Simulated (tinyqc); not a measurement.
Inside a calculation. Model: Landau-Devonshire theory of a uniaxial ferroelectric. Computed by tinyqc, a small Python program that keeps every step. Command: `OMP_NUM_THREADS=1 python tinyqc.py 3016664 3016665 out.jsonl ferro walk`. One thread of a shared host (Intel(R) Xeon(R) Processor @ 2.30GHz), about 0.01 s of CPU time with the checks. Intermediate numbers are printed to about 7 digits and carried at full precision; extremes and crossings named in words are read from the listed rows.

G(P) = (alpha/2) P^2 + (beta*/4) P^4 + (gamma/6) P^6 - E P per volume, SI units, one domain, P along the polar axis.

Inputs (values chosen for the exercise, for a model ferroelectric):
```
quantity                          value             unit
alpha_0                         2.5e+06      J m/(C^2 K)
Curie-Weiss temperature T0          860                K
beta                           -2.3e+09        J m^5/C^4
gamma                          3.15e+10        J m^9/C^6
temperature T                       628                K
applied field E                       1             MV/m
film thickness d                    7.1               nm
screening length lambda            0.01               nm
background permittivity eps_b         7                -
gradient coefficient g          2.1e-11        J m^3/C^2
series capacitance C_d              2.2  microfarad/cm^2
start of Newton steps P0/Ps           2                -
```

Sample: free crystal.

Constants: eps_0 = 8.8541878128e-12 F/m.

## Coefficients at T

alpha = alpha_0 (T - T0*), T0* = T0, beta* = beta.

T0* = 860 K

alpha = -5.80e+08 J m/C^2

beta* = -2.30e+09 J m^5/C^4

beta* < 0: the transition is of first order.

## Spontaneous polarisation, susceptibility, coercive field

Ps^2 = [-beta* + sqrt(beta*^2 - 4 alpha gamma)]/(2 gamma). chi = 1/(eps_0 G''), G'' = alpha + 3 beta* P^2 + 5 gamma P^4 at Ps. Ps, chi and the coercive field are for perfect screening, without a depolarising field. The intrinsic coercive field is |alpha P + beta* P^3 + gamma P^5| at the P_c where G'' = 0. 1 C/m^2 = 100 microcoulomb/cm^2.

spontaneous polarisation Ps = 42.07454 microcoulomb/cm^2

susceptibility chi = 36.03359

well depth G(Ps) = -40.23170 MJ/m^3

P_c = 29.39747 microcoulomb/cm^2

intrinsic coercive field = 159.7774 MV/m

P_c/Ps = 0.699, above the 0.577 of a quartic well, as the sixth-order term matters. Real switching runs by domain nucleation at far lower fields.

## Temperatures of the first-order transition

T_C = T0* + 3 beta*^2/(16 alpha_0 gamma); the polar phase survives up to T1 = T0* + beta*^2/(4 alpha_0 gamma); at T_C Ps^2 = -3 beta*/(4 gamma); latent heat = (1/2) alpha_0 T_C Ps^2.

transition temperature T_C = 872.5952 K

superheating limit T1 = 876.7937 K

jump of Ps = 23.40126 microcoulomb/cm^2

latent heat = 59.73122 MJ/m^3

Thermal hysteresis can span at most T1 - T0* = 16.8 K.

## Polarisation in the field by Newton steps

Solve G'(P) = alpha P + beta* P^3 + gamma P^5 - E = 0 by P(new) = P - G'/G'' from P0; stop when the step is below 1e-11 C/m^2 (G' under 1e-6 MV/m is shown as 0).

Newton steps:
```
step  P (microcoulomb/cm^2)     G' (MV/m)  G'' (MJ m/C^2)
1                  84.14909  1.143144e+04        73506.98
2                  68.59758  3.643404e+03        31048.24
3                  56.86292  1.118966e+03        13655.31
4                  48.66856  3.116913e+02         6622.03
5                  43.96167  6.583795e+01         3969.19
6                  42.30294  6.266727e+00         3229.08
7                  42.10887  7.842664e-02         3148.46
8                  42.10638  1.278996e-05         3147.43
9                  42.10638             0         3147.43
```

P at the end of the steps = 42.10638 microcoulomb/cm^2

1/(eps_0 G'') there = 35.88353

The linear estimate Ps + eps_0 chi E gives 42.106; the field lowers chi by 0.4 %.

## The 180-degree wall

With the term (g/2) (dP/dx)^2, (g/2) P'^2 = G(P) - G(Ps) across the wall: energy = int_(-Ps)^(Ps) sqrt(2 g [G(P) - G(Ps)]) dP (40 Gauss-Legendre points); width = 2 Ps over the slope at P = 0, sqrt(2 |G(Ps)|/g). Elastic coupling inside the wall is left out.

wall energy = 24.62081 mJ/m^2

wall width = 0.4298925 nm

Caution: a wall under 0.8 nm, some two lattice spacings, wide is outside the continuum picture.

## A capacitor with imperfect screening

Between shorted electrodes with screening length lambda each, the depolarising field is -k P, k = 2 lambda/(eps_0 (d + 2 lambda eps_b)), so alpha turns into alpha + k. The polar state is the lowest uniform state while alpha + k < 0 (beta* > 0) or < 3 beta*^2/(16 gamma) (beta* < 0); setting the equality gives the critical thickness d_c.

depolarising coefficient k = 3.119915e+08 J m/C^2

polarisation of the film = 36.83883 microcoulomb/cm^2

size of the depolarising field = 114.9340 MV/m

critical thickness d_c = 3.553969 nm

The film keeps 88 % of Ps.

## Thickness series

Domains are left out, though they can pre-empt both the loss of P and the state at P = 0. The second and third columns are for the shorted capacitor, polar only where it is the lowest uniform state: alpha + k < 0 (beta* > 0) or < 3 beta*^2/(16 gamma) (beta* < 0). The last column is another circuit, the film in series with C_d at P = 0: 1/C = (alpha d)/(1 + alpha eps_0 eps_b) + 1/C_d, and P = 0 is locally stable while 1/C > 0; a dash marks the rest.

Against thickness:
```
d (nm)  P (microcoulomb/cm^2)  depolarising field (MV/m)  C of the stack / C_d
1                     0.00000                     0.0000              1.013413
2                     0.00000                     0.0000              1.027191
3                     0.00000                     0.0000              1.041349
5                    33.56028                   147.4836              1.070869
8                    37.56113                   104.2307              1.118426
15                   39.87729                    59.4951              1.247718
30                   41.02309                    30.7444              1.658578
60                   41.55935                    15.6094              4.857860
150                  41.87086                     6.2994                     -
```

The polar state appears between 3 and 5 nm (d_c = 3.55 nm), and at 150 nm P is 99.5 % of Ps. The stack exceeds C_d wherever it is stable, up to 4.86 times: the ferroelectric held at P = 0 acts as a negative capacitance.

Checks made by the program: Ps against a numerical root of G'(P)/P (relative difference below 1e-10).
